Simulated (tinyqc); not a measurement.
# Schottky barrier on an n-type semiconductor with a doping step, non-linear Poisson equation by Newton steps, step by step

Numbers from tinyqc (`OMP_NUM_THREADS=1 python tinyqc.py 2020002 2020003 out.jsonl`; about 0.09 s on one thread of a shared Intel Xeon 2.30GHz). Printed values are rounded; ~0 in a residual or rate marks an entry under 1e-11 of the largest of its column.

One dimension, metal at x = 0, donor density C(x) = N1 for x < x1 and Nd beyond. Energies are counted from the electron Fermi level of the semiconductor and the conduction-band edge is Ec = -psi, so n = Nc exp(psi/Vt); holes follow the Fermi level of the metal, at -V, so p = Nv exp((V - psi - Eg)/Vt). Ends: psi(0) = V - phiB and psi = Vt ln(Nd/Nc) deep inside. Boltzmann statistics, full ionisation, no current, no image force in the Poisson equation.

Inputs (values chosen for the exercise); band and dielectric values close to those of gallium phosphide: temperature T = 300 K; band gap Eg = 2.23 eV; relative permittivity eps_r = 11.1; conduction-band density of states at T Nc = 1.77e19 cm^-3; valence-band density of states at T Nv = 1.93e19 cm^-3; donor density deep in the semiconductor Nd = 4.3e15 cm^-3; barrier height phiB = 1.13 eV; bias of the metal against the semiconductor V = 0 V; depth of the doping step x1 = 480 nm; donor density above the step N1 = 2.2e14 cm^-3.

Constants: q = 1.602176634e-19 C, kB = 1.380649e-23 J/K, Vt = kB T/q, eps0 = 8.8541878128e-14 F/cm where lengths are in cm. Results are converted to the units shown.

## End potentials, built-in voltage, Debye length

psi_0 = V - phiB, psi_b = Vt ln(Nd/Nc), Vbi = phiB - Vt ln(Nc/Nd), LD = sqrt(eps0 eps_r Vt/(q Nd)), W = sqrt(2 eps0 eps_r (Vbi - V)/(q Nd)), hole density at the metal p_0 = Nv exp((phiB - Eg)/Vt).

psi_0 = -1.13 V
psi_b = -0.2151586 V
Vbi = 0.9148414 V
LD = 60.72863 nm
W for uniform Nd = 510.8982 nm
p_0 = 6.402810 cm^-3

The hole density at the metal is 1.5e-15 times Nd, so holes hardly matter.

## Doping on the mesh

x, node 0 to 14 (nm): [0, 49, 104, 167, 238, 318, 409, 511, 627, 759, 907, 1080, 1260, 1480, 1720]

C = N1 for x < x1 and Nd beyond, taken at the nodes.

donor density C, node 0 to 14 (cm^-3): [2.2e14, 2.2e14, 2.2e14, 2.2e14, 2.2e14, 2.2e14, 2.2e14, 4.3e15, 4.3e15, 4.3e15, 4.3e15, 4.3e15, 4.3e15, 4.3e15, 4.3e15]

## Couplings between neighbouring nodes

a_i = eps0 eps_r/h_i for the interval from node i to i + 1, with h_i = x_(i+1) - x_i in cm.

coupling a_i, interval 0 to 13 (F/cm^2): [2.005745e-7, 1.786936e-7, 1.560024e-7, 1.384246e-7, 1.228519e-7, 1.080016e-7, 9.635440e-8, 8.472542e-8, 7.445567e-8, 6.640641e-8, 5.681011e-8, 5.460082e-8, 4.467340e-8, 4.095062e-8]

## Starting potential

The parabola psi_b - (psi_b - psi_0)(1 - x/W)^2 for x < W and psi_b beyond, with psi_0 = V - phiB, psi_b = Vt ln(Nd/Nc), W = sqrt(2 eps0 eps_r (psi_b - psi_0)/(q Nd)).

psi at the start, node 0 to 14 (V): [-1.130000, -0.962931, -0.795453, -0.629670, -0.476181, -0.345575, -0.251551, -0.215159, -0.215159, -0.215159, -0.215159, -0.215159, -0.215159, -0.215159, -0.215159]

## Iteration 1: densities, residual and Jacobian diagonal

n_i = Nc exp(psi_i/Vt), p_i = Nv exp((V - psi_i - Eg)/Vt), rho_i = p_i - n_i + C_i, g_i = (n_i + p_i)/Vt. Box widths w_i = (h_(i-1) + h_i)/2 in cm. Residual F_i = a_i (psi_(i+1) - psi_i) - a_(i-1) (psi_i - psi_(i-1)) + q rho_i w_i; Jacobian: a_(i-1) and a_i beside the diagonal, b_i = -a_(i-1) - a_i - q g_i w_i on it. The two end nodes are fixed.

```
node    n (cm^-3)     p (cm^-3)
0        1.839962      6.402810
1        1178.799   0.009994007
2      7.672671e5   1.535440e-5
3      4.677108e8   2.518848e-8
4     1.772063e11  6.648141e-11
5     2.770536e13  4.252220e-13
6     1.052214e15  1.119632e-14
7          4.3e15  2.739750e-15
8          4.3e15  2.739750e-15
9          4.3e15  2.739750e-15
10         4.3e15  2.739750e-15
11         4.3e15  2.739750e-15
12         4.3e15  2.739750e-15
13         4.3e15  2.739750e-15
14         4.3e15  2.739750e-15
```

```
node  residual F (C/cm^2)  diagonal b (F/cm^2)
1            -3.399178e-9         -3.792681e-7
2            -3.856760e-9         -3.346960e-7
3            -4.379711e-9         -2.944270e-7
4            -4.935559e-9         -2.612848e-7
5            -5.626985e-9         -2.323216e-7
6            -7.934915e-9         -2.672846e-7
7            -3.506561e-9         -4.715564e-7
8                      ~0         -4.896316e-7
9                      ~0         -5.139513e-7
10                     ~0         -5.509367e-7
11                     ~0         -5.817699e-7
12                     ~0         -6.322589e-7
13                     ~0         -6.985564e-7
```

## Iteration 1: Newton step

Solve the tridiagonal system a_(i-1) d_(i-1) + b_i d_i + a_i d_(i+1) = -F_i for nodes 1 to 13, with d = 0 on fixed nodes. If the largest |d| exceeds 4 Vt, the whole step is scaled down so that it equals 4 Vt.

Newton step d, before damping, node 1 to 13 (V): [-0.0722852, -0.1343992, -0.1808256, -0.2015078, -0.1846503, -0.1158839, -0.0321370, -0.0056883, -0.0008372, -0.0001019, -0.0000100, -0.0000009, -0.0000001]
psi after iteration 1, node 0 to 14 (V): [-1.130000, -1.000026, -0.864423, -0.722465, -0.579589, -0.440333, -0.311019, -0.231650, -0.218078, -0.215588, -0.215211, -0.215164, -0.215159, -0.215159, -0.215159]

## Iteration 2: densities, residual and Jacobian diagonal

As before.

```
node    n (cm^-3)     p (cm^-3)
0        1.839962      6.402810
1        280.7220    0.04196652
2        53248.14   2.212458e-4
3      1.291511e7   9.121816e-7
4      3.245647e9   3.629762e-9
5     7.091078e11  1.661373e-11
6     1.054582e14  1.117118e-13
7     2.272052e15  5.185148e-15
8     3.840877e15  3.067249e-15
9     4.229128e15  2.785663e-15
10    4.291307e15  2.745300e-15
11    4.299143e15  2.740296e-15
12    4.299926e15  2.739797e-15
13    4.299995e15  2.739753e-15
14         4.3e15  2.739750e-15
```

```
node  residual F (C/cm^2)  diagonal b (F/cm^2)
1            -1.654817e-9         -3.792681e-7
2            -1.877581e-9         -3.346960e-7
3            -2.132170e-9         -2.944270e-7
4            -2.403419e-9         -2.612766e-7
5            -2.841507e-9         -2.308911e-7
6            -6.141420e-9         -2.106630e-7
7            -2.956027e-9         -3.345631e-7
8           -5.246574e-11         -4.543484e-7
9           -1.324643e-12         -5.078021e-7
10          -2.262741e-14         -5.500720e-7
11          -2.413338e-16         -5.816762e-7
12          -2.058127e-18         -6.322497e-7
13                     ~0         -6.985557e-7
```

## Iteration 2: Newton step

As before.

Newton step d, before damping, node 1 to 13 (V): [-0.0436612, -0.0834080, -0.1169006, -0.1392431, -0.1448543, -0.1249777, -0.0471411, -0.0091296, -0.0013630, -0.0001663, -0.0000164, -0.0000014, -0.0000001]
psi after iteration 2, node 0 to 14 (V): [-1.130000, -1.031195, -0.923966, -0.805917, -0.678992, -0.543741, -0.400238, -0.265303, -0.224595, -0.216561, -0.215330, -0.215175, -0.215160, -0.215159, -0.215159]

## Course of the Newton iteration

Stop when the largest undamped |d| is below 1e-9 V, or after 80 iterations.

Course of the iteration:
```
iteration  largest |F| (C/cm^2)  largest |d| (V)  at node
1                       7.93e-9            0.202        4
2                       6.14e-9            0.145        5
3                       3.12e-9           0.0685        6
4                       1.09e-9           0.0145        7
5                      9.12e-11          6.41e-4        7
6                      6.93e-13          3.73e-6        8
7                      3.09e-17         1.65e-10        8
```

Converged in 7 iterations. Once the step is below 0.1 Vt, 2 more iteration(s) reach the threshold: near the solution the error is roughly squared each time.

## Converged densities, field and barrier lowering

converged psi, node 0 to 14 (V): [-1.130000, -1.049073, -0.959262, -0.857721, -0.744992, -0.620139, -0.480910, -0.328378, -0.242433, -0.219419, -0.215681, -0.215210, -0.215163, -0.215159, -0.215159]

n and p as above; E_i = -(psi_(i+1) - psi_i)/h_i; at the metal |E_0| = |E on interval 0| + q rho_0 (h_0/2)/(eps0 eps_r), rho_0 = p_0 - n_0 + C_0; image-force lowering dphi = sqrt(q |E_0|/(4 pi eps0 eps_r)).

```
node    n (cm^-3)     p (cm^-3)
0        1.839962      6.402810
1        42.10405     0.2798050
2        1358.560   0.008671624
3        69007.24   1.707201e-4
4      5.403328e6   2.180309e-6
5      6.762269e8   1.742156e-8
6     1.475854e11  7.982445e-11
7     5.388419e13  2.186342e-13
8     1.497222e15  7.868521e-15
9     3.646719e15  3.230554e-15
10    4.213904e15  2.795727e-15
11    4.291439e15  2.745215e-15
12    4.299257e15  2.740224e-15
13    4.299952e15  2.739780e-15
14         4.3e15  2.739750e-15
```

field E, interval 0 to 13 (kV/cm): [-16.51573, -16.32924, -16.11764, -15.87735, -15.60657, -15.29993, -14.95408, -7.40912, -1.74348, -0.25251, -0.02725, -0.00261, -0.00019, -0.00001]
|E_0| at the metal = 16.60360 kV/cm
image-force lowering = 14.67626 mV

A mesh of about 1000 nodes or more gives |E_0| = 16.25 kV/cm; the 15-node value is 2.2 % above it.
